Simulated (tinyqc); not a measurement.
From one set of inputs to another, one input at a time: dopant redistribution at a moving silicon-oxide interface during parabolic oxidation. Computed by tinyqc, a small Python program. Command: `OMP_NUM_THREADS=1 python tinyqc.py 3007182 3007183 out.jsonl segox ladder`. One thread of a shared host (Intel(R) Xeon(R) Processor @ 2.30GHz), about 0.01 s of CPU time with the checks.

Uniformly doped silicon is oxidised with x_ox = sqrt(B t); the interface advances into the silicon by alpha x_ox, alpha = 0.44. The dopant does not move in the oxide, and at the interface C(silicon) = m C(oxide).

The inputs printed are set A. Set A is modelled on antimony in silicon under dry oxygen; the values taken over come from a set modelled on boron in silicon under dry oxygen. Inputs not listed in the table keep their values of set A, so the rows need not describe a real material.

Inputs (values chosen for the exercise, modelled on antimony in silicon under dry oxygen): dopant prefactor D0 = 5.2 cm^2/s; dopant activation energy E = 3.85 eV; oxidation prefactor B0 = 698 um^2/h; oxidation activation energy E_B = 1.23 eV; segregation coefficient m = C(silicon)/C(oxide) = 7.4; bulk doping C_B = 7.3e+15 1/cm^3; temperature T = 1050 C; time t = 0.5 h.

Constants: k_B = 8.617333262e-05 eV/K.

Method:
- D = D0 exp(-E/(k_B T)), converted with 1 cm^2/s = 3.6e11 um^2/h; B = B0 exp(-E_B/(k_B T)); s = alpha sqrt(B/(4 D)), the interface advance over 2 sqrt(D t).
- Temperatures in kelvin are T(C) + 273.15.
- With the dopant diffusivity D and s = alpha x_ox/(2 sqrt(D t)), in the silicon C = C_B + (C_s - C_B) erfc(y/(2 sqrt(D t)))/erfc(s), y from the original surface. Dopant balance at the interface gives C_s/C_B = 1/[1 + (1/(m alpha) - 1) g], g = sqrt(pi) s exp(s^2) erfc(s).
- Consumed silicon held alpha x_ox C_B; the oxide holds x_ox times the dopant concentration in the oxide; the difference is the excess in the silicon; 1 um = 1e-4 cm.

Each row keeps all changes above it:
```
input moved                                                            from         to  excess in the silicon (1/cm^2)       s  concentration in the oxide (1/cm^3)
set A                                                                     -          -                       1.463e+10  0.4148                            1.489e+15
time t (h)                                                              0.5        2.3                       3.138e+10  0.4148                            1.489e+15
dopant prefactor D0 (cm^2/s) and dopant activation energy E (eV)  5.2, 3.85  1.1, 3.49                       3.638e+10  0.1860                            1.214e+15
bulk doping C_B (1/cm^3)                                            7.3e+15    5.7e+17                       2.841e+12  0.1860                            9.479e+16
segregation coefficient m = C(silicon)/C(oxide)                         7.4       0.22                      -8.821e+12  0.1860                            7.352e+17
temperature T (C)                                                      1050       1025                      -6.681e+12  0.2252                            6.578e+17
```

Excess in the silicon goes from 1.46e10 to -6.68e12, -6.7e+12 in all. The largest single move comes from segregation coefficient m = C(silicon)/C(oxide) (-1.17e+13), and bulk doping C_B works against it (+2.8e+12). s goes from 0.415 to 0.225, a factor 0.543 in all. The largest single move comes from dopant prefactor D0 with dopant activation energy E (a factor 0.448), and temperature T works against it (a factor 1.21). Concentration in the oxide goes from 1.49e15 to 6.58e17, a factor 442 in all. The largest single move comes from bulk doping C_B (a factor 78.1). The single moves hold for this order of the switches; the total does not depend on the order.

Caution (all rows): in this case the oxide is not much thicker than a typical Deal-Grove length A, so real growth is slower than parabolic. Caution (all rows): parabolic growth needs an oxide much thicker than the Deal-Grove length A, which fails for thin films and low temperatures; oxidation-enhanced or retarded diffusion is ignored.

Extremes, crossings and ranges named in words are read from the listed rows.
